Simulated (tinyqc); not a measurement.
Worked calculation: scattering rates of a carrier in a spherical band by Fermi's golden rule. Computed by tinyqc, a small Python program that keeps every step. Command: `OMP_NUM_THREADS=1 python tinyqc.py 3000413 3000414 out.jsonl scatter walk`. One thread of a shared host (Intel(R) Xeon(R) Processor @ 2.30GHz), about 0.01 s of CPU time with the checks. Intermediate numbers are printed to about 5 digits and carried at full precision; extremes and crossings named in words are read from the listed rows.

All processes here are isotropic or elastic, and the rate listed is the momentum relaxation rate.

Inputs (values chosen for the exercise, for a model non-polar semiconductor): density-of-states mass of one valley m = 0.172 m_0; non-parabolicity alpha = 0.52 1/eV; static permittivity eps_s = 17.1; density rho = 5680 kg/m^3; sound velocity v_l = 11900 m/s; acoustic deformation potential D_A = 11 eV; phonon energy hbar w = 22.8 meV; optical or intervalley deformation potential D_o = 7.2 1e8 eV/cm; final valleys Z_f = 5; ionised impurity density N_I = 8.7e+17 1/cm^3; temperature T = 100 K; carrier energy E = 110 meV.

Crystal: non-polar. Band: Kane. Impurity formula: Conwell-Weisskopf. Further scattering: none.

Constants: m_0 = 9.1093837015e-31 kg; e = 1.602176634e-19 C; hbar = 1.054571817e-34 J s; k_B = 8.617333262e-05 eV/K; k_B = 1.380649e-23 J/K; hbar = 6.582119569e-16 eV s; eps_0 = 8.8541878128e-12 F/m.

## The band at energy E

Kane band: hbar^2 k^2/(2 m) = E (1 + alpha E), speed v = hbar k/(m (1 + 2 alpha E)), states per spin, volume and energy g(E) = m k (1 + 2 alpha E)/(2 pi^2 hbar^2); overlap factors are set to 1. Masses are multiplied by m_0 and all formulas are in SI units.

wave number k = 0.72457 1/nm

speed v = 4.3762e+05 m/s

g(E) = 9.2335e+19 1/(eV cm^3)

Non-parabolicity raises g(E) by a factor 1.146 and changes the speed by a factor 0.923 against a parabolic band at the same E.

## Phonon occupation

Phonon occupation N_q = 1/(exp(hbar w/(k_B T)) - 1).

N_q = 0.076364

Above the threshold emission is favoured over absorption by (N_q + 1)/N_q = exp(hbar w/k_B T) = 14.1, apart from the density of final states. Caution: the doping exceeds half the effective density of states of one valley, so Debye screening (where used) and free final states are rough assumptions.

## Acoustic phonons

Acoustic deformation potential (elastic, equipartition, absorption and emission together): 1/tau = 2 pi k_B T D_A^2 g(E)/(hbar rho v_l^2).

acoustic rate = 1.8306e+11 1/s

Caution: the largest acoustic phonon energy 2 hbar v_l k is not small against k_B T, so equipartition is a rough assumption.

## Optical or intervalley phonons

Optical or intervalley deformation potential: 1/tau = (pi Z_f D_o^2/(rho w)) [N_q g(E + hbar w) + (N_q + 1) g(E - hbar w)], with g = 0 below the band edge.

absorption rate = 5.2759e+11 1/s

emission rate = 5.7105e+12 1/s

Emission is 10.8 times absorption here.

## Ionised impurities

Singly charged impurities, momentum relaxation: 1/tau = N_I e^4 m (1 + 2 alpha E) Phi/(8 pi (eps_s eps_0)^2 hbar^3 k^3), with alpha = 0 for a parabolic band. Conwell-Weisskopf: Phi = ln(1 + y^2), y = 4 pi eps_s eps_0 E N_I^(-1/3)/e^2 (largest impact parameter N_I^(-1/3)/2).

y = 13.684

ionised-impurity rate = 2.0397e+12 1/s

## All rates at E

Rates add: 1/tau_m is the sum, and the mean free path is v tau_m.

Momentum relaxation rates:
```
process             rate (1/s)  share (%)
acoustic            1.8306e+11     2.1637
optical absorption  5.2759e+11     6.2357
optical emission    5.7105e+12     67.493
ionised impurity    2.0397e+12     24.108
```

momentum relaxation time tau_m = 118.19 fs

mean free path = 51.723 nm

The largest rate is optical emission (67 %), then ionised impurity (24 %).

## Rates against energy

The formulas are those given above.

Momentum relaxation rates (1e12/s) and the total time:
```
E (meV)  acoustic  optical absorption  optical emission  ionised impurity  tau_m (fs)
2.3       0.02317             0.20131             0.000             9.891       98.86
5.7       0.03664             0.21544             0.000            13.136       74.69
11.0      0.05125             0.23619             0.000            12.710       76.94
21.0      0.07172             0.27226             0.000             9.418      102.44
25.0      0.07865             0.28585             0.816             8.353      104.90
34.0      0.09277             0.31509             1.862             6.551      113.37
50.0      0.11478             0.36379             2.962             4.619      124.09
80.0      0.15062             0.44816             4.459             2.874      126.07
140.0     0.21387             0.60453             6.860             1.560      108.24
230.0     0.30292             0.83099            10.098             0.882       82.55
```

The largest rate is ionised impurity from 2.30 to 50.0, optical emission from 80.0 to 230 meV. Crossing hbar w = 22.8 meV opens emission: tau_m goes from 102 to 105 fs between the two rows around it. The impurity rate goes between the last rows as E^-1.15; the acoustic rate follows g(E) and grows by a factor 13.1 over the table (10.0 for a parabolic band). At 2.3, 5.7, 11 meV hbar/tau exceeds E/2, so the golden rule loses its meaning there.
